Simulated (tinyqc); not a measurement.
Mobility and doping from two currents.

Inverse problem. A trap-free film with injecting contacts is fitted, with diffusion neglected, by J = q mu N V/Lf + (9/8) eps0 eps_r mu V^2/Lf^3. Find mu, N and the voltage at which both terms are equal.

Values chosen for this exercise:
- eps_r = 9.7 (relative permittivity)
- Lf = 850 nm (film thickness)

Constants: q = 1.602176634e-19 C, eps0 = 8.8541878128e-14 F/cm where lengths are in cm. Results are converted to the units shown.

J at 3.6 and 18 V (A/cm^2): 0.27156005  2.9890152

Solution. J/V is a straight line in V: the slope gives mu and the intercept mu N.

mu = 0.00400 cm^2/(V s)
N = 7.00e15 cm^-3
crossover voltage = 8.39 V

Numbers from tinyqc (`OMP_NUM_THREADS=1 python tinyqc.py 2730133 2730134 out.jsonl`; about 0.5 s on one thread of a shared Intel Xeon 2.30GHz).
